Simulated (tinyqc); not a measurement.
MP2 on RHF in the sto-3g basis, frozen core, for BeH+, spin multiplicity 1, step by step. Computed by tinyqc, a small Python program that keeps every step (integrals from PySCF). Settings: charge = 1, multiplicity = 1, basis = sto-3g, method = RHF, frozen orbitals = 1, energy threshold = 1e-10, iteration cap = 60, orthogonalisation = canonical, start = Wolfsberg-Helmholz matrix, DIIS depth = 6. Command: `OMP_NUM_THREADS=1 python tinyqc.py 20659 20660 out.jsonl` (the two numbers bound the seeds that draw the settings). One thread of a shared host (Intel(R) Xeon(R) Processor @ 2.60GHz), about 0.1 s of CPU time with the checks. The early iterations of the SCF are left out here.

## One-electron integrals

Geometry (angstrom):
```
atom         x         y         z
Be    0.000000  0.000000  0.000000
H     0.000000  0.000000  1.539000
```

Basis sto-3g: exponents (1/bohr^2) and contraction coefficients of normalised primitives:
```
element  l (shell)   exponent  coefficient
Be           s (1)  30.167871     0.154329
Be           s (1)   5.495115     0.535328
Be           s (1)   1.487193     0.444635
Be           s (2)   1.314833    -0.099967
Be           s (2)   0.305539     0.399513
Be           s (2)   0.099371     0.700115
Be           p (3)   1.314833     0.155916
Be           p (3)   0.305539     0.607684
Be           p (3)   0.099371     0.391957
H            s (1)   3.425251     0.154329
H            s (1)   0.623914     0.535328
H            s (1)   0.168855     0.444635
```

Overlap, kinetic and nuclear-attraction integrals over the contracted functions; the nuclear repulsion is the sum of Za Zb / Rab.

nuclear repulsion = 1.37537937 hartree

overlap S, order 1Be 1s, 1Be 2s, 1Be 2px, 1Be 2py, 1Be 2pz, 2H 1s:
```
[[1.000000, 0.259517, 0.000000, 0.000000, 0.000000, 0.044878],
 [0.259517, 1.000000, 0.000000, 0.000000, 0.000000, 0.382224],
 [0.000000, 0.000000, 1.000000, 0.000000, 0.000000, 0.000000],
 [0.000000, 0.000000, 0.000000, 1.000000, 0.000000, 0.000000],
 [0.000000, 0.000000, 0.000000, 0.000000, 1.000000, 0.464236],
 [0.044878, 0.382224, 0.000000, 0.000000, 0.464236, 1.000000]]
```

kinetic energy T (hartree), order 1Be 1s, 1Be 2s, 1Be 2px, 1Be 2py, 1Be 2pz, 2H 1s:
```
[[6.693975, -0.033012, 0.000000, 0.000000, 0.000000, -0.012396],
 [-0.033012, 0.211111, 0.000000, 0.000000, 0.000000, 0.042024],
 [0.000000, 0.000000, 0.660592, 0.000000, 0.000000, 0.000000],
 [0.000000, 0.000000, 0.000000, 0.660592, 0.000000, 0.000000],
 [0.000000, 0.000000, 0.000000, 0.000000, 0.660592, 0.132803],
 [-0.012396, 0.042024, 0.000000, 0.000000, 0.132803, 0.760032]]
```

nuclear attraction V (hartree), order 1Be 1s, 1Be 2s, 1Be 2px, 1Be 2py, 1Be 2pz, 2H 1s:
```
[[-14.904937, -1.988479, 0.000000, 0.000000, -0.013646, -0.343523],
 [-1.988479, -2.644435, 0.000000, 0.000000, -0.125353, -0.971274],
 [0.000000, 0.000000, -2.594461, 0.000000, 0.000000, 0.000000],
 [0.000000, 0.000000, 0.000000, -2.594461, 0.000000, 0.000000],
 [-0.013646, -0.125353, 0.000000, 0.000000, -2.688901, -1.159244],
 [-0.343523, -0.971274, 0.000000, 0.000000, -1.159244, -2.597291]]
```

core Hamiltonian H = T + V (hartree), order 1Be 1s, 1Be 2s, 1Be 2px, 1Be 2py, 1Be 2pz, 2H 1s:
```
[[-8.210962, -2.021492, 0.000000, 0.000000, -0.013646, -0.355919],
 [-2.021492, -2.433324, 0.000000, 0.000000, -0.125353, -0.929249],
 [0.000000, 0.000000, -1.933869, 0.000000, 0.000000, 0.000000],
 [0.000000, 0.000000, 0.000000, -1.933869, 0.000000, 0.000000],
 [-0.013646, -0.125353, 0.000000, 0.000000, -2.028310, -1.026442],
 [-0.355919, -0.929249, 0.000000, 0.000000, -1.026442, -1.837259]]
```

## Two-electron integrals

Functions are numbered as in S; the eight-fold symmetry (ij|kl) = (ji|kl) = (kl|ij) leaves the list below.

Two-electron integrals (ij|kl) in chemists' order, unique and non-zero (hartree):
```
(11|11) 2.298831   (21|11) 0.392036   (21|21) 0.079539   (22|11) 0.570988
(22|21) 0.143041   (22|22) 0.417683   (31|31) 0.014607   (32|31) 0.021888
(32|32) 0.092265   (33|11) 0.569578   (33|21) 0.143083   (33|22) 0.417589
(33|33) 0.449859   (41|41) 0.014607   (42|41) 0.021888   (42|42) 0.092265
(43|43) 0.024249   (44|11) 0.569578   (44|21) 0.143083   (44|22) 0.417589
(44|33) 0.401360   (44|44) 0.449859   (51|51) 0.014607   (52|51) 0.021888
(52|52) 0.092265   (53|53) 0.024249   (54|54) 0.024249   (55|11) 0.569578
(55|21) 0.143083   (55|22) 0.417589   (55|33) 0.401360   (55|44) 0.401360
(55|55) 0.449859   (61|11) 0.066929   (61|21) 0.013572   (61|22) 0.024621
(61|33) 0.024451   (61|44) 0.024451   (61|51) 0.001195   (61|52) 0.002262
(61|55) 0.024974   (61|61) 0.002427   (62|11) 0.173889   (62|21) 0.044261
(62|22) 0.142329   (62|33) 0.136795   (62|44) 0.136795   (62|51) 0.005771
(62|52) 0.036463   (62|55) 0.153265   (62|61) 0.008356   (62|62) 0.074379
(63|31) 0.003909   (63|32) 0.018672   (63|53) 0.006189   (63|63) 0.006518
(64|41) 0.003909   (64|42) 0.018672   (64|54) 0.006189   (64|64) 0.006518
(65|11) 0.190949   (65|21) 0.049169   (65|22) 0.165661   (65|33) 0.155862
(65|44) 0.155862   (65|51) 0.009311   (65|52) 0.056512   (65|55) 0.185089
(65|61) 0.009664   (65|62) 0.098123   (65|65) 0.133137   (66|11) 0.342433
(66|21) 0.088676   (66|22) 0.320402   (66|33) 0.297435   (66|44) 0.297435
(66|51) 0.013062   (66|52) 0.108193   (66|55) 0.366058   (66|61) 0.017100
(66|62) 0.215910   (66|65) 0.301462   (66|66) 0.774606
```

## Orthogonalisation

S = U s U^T; canonical form X = U s^(-1/2), so that X^T S X = 1. Each column of U has its largest component positive (the first on a tie).

eigenvalues of S: [0.385096, 0.795042, 1.000000, 1.000000, 1.179989, 1.639873]

X, order 1Be 1s, 1Be 2s, 1Be 2px, 1Be 2py, 1Be 2pz, 2H 1s:
```
[[0.253811, 0.786129, 0.000000, 0.000000, 0.597372, 0.195652],
 [-0.791883, -0.582577, 0.000000, 0.000000, 0.447968, 0.391919],
 [0.000000, 0.000000, 0.909418, 0.415883, 0.000000, 0.000000],
 [0.000000, 0.000000, -0.415883, 0.909418, 0.000000, 0.000000],
 [-0.831688, 0.501396, 0.000000, 0.000000, -0.502045, 0.379633],
 [1.101612, -0.221363, 0.000000, 0.000000, -0.194648, 0.523261]]
```

Within a degenerate level the vectors are fixed only up to a rotation; this is one choice.

## Starting guess

The start is the generalised Wolfsberg-Helmholz matrix (K = 1.75) built on H; D = 2 C_occ C_occ^T.

D at the start, order 1Be 1s, 1Be 2s, 1Be 2px, 1Be 2py, 1Be 2pz, 2H 1s:
```
[[1.980361, 0.008676, 0.000000, 0.000000, -0.122640, -0.162151],
 [0.008676, 0.246970, 0.000000, 0.000000, 0.341007, 0.362965],
 [0.000000, 0.000000, 0.000000, 0.000000, 0.000000, 0.000000],
 [0.000000, 0.000000, 0.000000, 0.000000, 0.000000, 0.000000],
 [-0.122640, 0.341007, 0.000000, 0.000000, 0.480003, 0.513060],
 [-0.162151, 0.362965, 0.000000, 0.000000, 0.513060, 0.548888]]
```

## Iteration 9 (converged): orbitals

converged F (hartree), order 1Be 1s, 1Be 2s, 1Be 2px, 1Be 2py, 1Be 2pz, 2H 1s:
```
[[-5.006995, -1.407089, 0.000000, 0.000000, 0.017366, -0.247327],
 [-1.407089, -0.861665, 0.000000, 0.000000, -0.125421, -0.478147],
 [0.000000, 0.000000, -0.135484, 0.000000, 0.000000, 0.000000],
 [0.000000, 0.000000, 0.000000, -0.135484, 0.000000, 0.000000],
 [0.017366, -0.125421, 0.000000, 0.000000, -0.288935, -0.400532],
 [-0.247327, -0.478147, 0.000000, 0.000000, -0.400532, -0.486404]]
```

Diagonalise F' = X^T F X, C = X C', fill 2 alpha and 2 beta electrons from the bottom; D = 2 C_occ C_occ^T. Each column has its largest component positive (the first on a tie).

F' = X^T F X (hartree):
```
[[0.169914, -0.365781, 0.000000, 0.000000, -0.281701, -0.102564],
 [-0.365781, -2.055770, 0.000000, 0.000000, -2.088712, -0.810405],
 [0.000000, 0.000000, -0.135484, 0.000000, 0.000000, 0.000000],
 [0.000000, 0.000000, 0.000000, -0.135484, 0.000000, 0.000000],
 [-0.281701, -2.088712, 0.000000, 0.000000, -2.695396, -1.087725],
 [-0.102564, -0.810405, 0.000000, 0.000000, -1.087725, -1.155255]]
```

orbital energies (hartree): [-5.009818, -0.699067, -0.258817, -0.135484, -0.135484, 0.231195]

coefficients C, order 1Be 1s, 1Be 2s, 1Be 2px, 1Be 2py, 1Be 2pz, 2H 1s:
```
[[0.992942, -0.192751, -0.200867, 0.000000, 0.000000, 0.118820],
 [0.026474, 0.594347, 0.753509, 0.000000, 0.000000, -0.631685],
 [0.000000, 0.000000, 0.000000, 0.936695, 0.350147, 0.000000],
 [0.000000, 0.000000, 0.000000, -0.350147, 0.936695, 0.000000],
 [-0.001856, 0.281538, -0.620696, 0.000000, 0.000000, -0.935276],
 [-0.002680, 0.494431, -0.282832, 0.000000, 0.000000, 1.117935]]
```

D after iteration 9, order 1Be 1s, 1Be 2s, 1Be 2px, 1Be 2py, 1Be 2pz, 2H 1s:
```
[[2.046172, -0.176549, 0.000000, 0.000000, -0.112220, -0.195926],
 [-0.176549, 0.707899, 0.000000, 0.000000, 0.334565, 0.587585],
 [0.000000, 0.000000, 0.000000, 0.000000, 0.000000, 0.000000],
 [0.000000, 0.000000, 0.000000, 0.000000, 0.000000, 0.000000],
 [-0.112220, 0.334565, 0.000000, 0.000000, 0.158535, 0.278412],
 [-0.195926, 0.587585, 0.000000, 0.000000, 0.278412, 0.488937]]
```

Within a degenerate level the vectors are fixed only up to a rotation; this is one choice.

## Convergence

Stop when the energy changes by less than 1e-10 hartree and every element of the error matrix X^T (F D S - S D F) X is below 3e-06.

Course of the cycle:
```
iteration   E (hartree)     change  largest element of the error matrix
1          -14.61014324          -                             1.41e-01
2          -14.63677532  -2.66e-02                             4.77e-02
3          -14.64741840  -1.06e-02                             2.65e-02
4          -14.65076770  -3.35e-03                             4.80e-03
5          -14.65076588   1.82e-06                             2.62e-03
6          -14.65080114  -3.53e-05                             2.38e-04
7          -14.65080142  -2.72e-07                             4.37e-05
8          -14.65080142  -9.55e-09                             2.33e-07
9          -14.65080142  -2.70e-13                             2.41e-09
```

PySCF RHF in the same basis = -14.65080142 hartree

Converged in 9 iterations.

## Populations, bond orders and dipole

Mulliken: Z minus the diagonal of D S on the atom; Loewdin: the same with S^(1/2) D S^(1/2); Mayer order: 2 sum_s sum (D(s) S)_ij (D(s) S)_ji over the two atoms.

Charges (e):
```
atom  Mulliken   Loewdin
1Be   0.833983  0.860760
2H    0.166017  0.139240
```

Mayer bond orders:
```
pair     order
2-1   0.972438
```

dipole moment about the origin, x y z (debye): [0.000000, 0.000000, -2.102718]

## Integrals over molecular orbitals

(pq|rs) = sum C_ip C_jq C_kr C_ls (ij|kl), one index at a time.

one-electron integrals over orbitals h = C^T H C (hartree):
```
[[-8.201384, 0.165535, 0.200685, 0.000000, 0.000000, -0.073347],
 [0.165535, -2.115912, -0.019871, 0.000000, 0.000000, 0.200518],
 [0.200685, -0.019871, -1.920252, 0.000000, 0.000000, -0.058410],
 [0.000000, 0.000000, 0.000000, -1.933869, 0.000000, 0.000000],
 [0.000000, 0.000000, 0.000000, 0.000000, -1.933869, 0.000000],
 [-0.073347, 0.200518, -0.058410, 0.000000, 0.000000, -1.634593]]
```

Two-electron integrals over orbitals (pq|rs), unique and non-zero (hartree); the lowest 1 orbital is frozen and left out:
```
(22|22) 0.500805    (32|22) -0.067772   (32|32) 0.043650    (33|22) 0.320919
(33|32) 0.032265    (33|33) 0.454542    (42|42) 0.043588    (43|42) 0.032195
(43|43) 0.050872    (44|22) 0.359546    (44|32) 0.026103    (44|33) 0.394384
(44|44) 0.449859    (52|52) 0.043588    (53|52) 0.032195    (53|53) 0.050872
(54|54) 0.024249    (55|22) 0.359546    (55|32) 0.026103    (55|33) 0.394384
(55|44) 0.401360    (55|55) 0.449859    (62|22) 0.042963    (62|32) -0.049579
(62|33) -0.023463   (62|44) -0.062262   (62|55) -0.062262   (62|62) 0.121492
(63|22) -0.056172   (63|32) 0.038140    (63|33) 0.056357    (63|44) 0.023997
(63|55) 0.023997    (63|62) -0.052406   (63|63) 0.055081    (64|42) -0.028498
(64|43) -0.012114   (64|64) 0.024820    (65|52) -0.028498   (65|53) -0.012114
(65|65) 0.024820    (66|22) 0.502347    (66|32) -0.068876   (66|33) 0.348649
(66|44) 0.363365    (66|55) 0.363365    (66|62) 0.073348    (66|63) -0.058478
(66|66) 0.541855
```

## Second-order Moller-Plesset energy

Hartree-Fock energy = -14.65080142 hartree

E2 = sum_ijab (ia|jb) [2 (ia|jb) - (ib|ja)] / (e_i + e_j - e_a - e_b) over occupied i, j and virtual a, b; the opposite-spin part is (ia|jb)^2 / denominator, the rest is same-spin, and SCS-MP2 scales them by 6/5 and 1/3.

Terms:
```
i  j  a  b    (ia|jb)    (ib|ja)  denominator       term
2  2  6  6   0.121492   0.121492    -1.860524  -0.007933
2  2  3  3   0.043650   0.043650    -0.880498  -0.002164
2  2  6  3  -0.049579  -0.049579    -1.370511  -0.001794
2  2  3  6  -0.049579  -0.049579    -1.370511  -0.001794
2  2  5  5   0.043588   0.043588    -1.127165  -0.001686
2  2  4  4   0.043588   0.043588    -1.127165  -0.001686
```

Pair energies (hartree; pair i-j sums ij and ji):
```
pair  opposite spin  same spin
2-2       -0.017055          0
```

MP2 correlation energy = -0.01705546 hartree

SCS-MP2 correlation energy = -0.02046656 hartree

MP2 total energy = -14.66785689 hartree
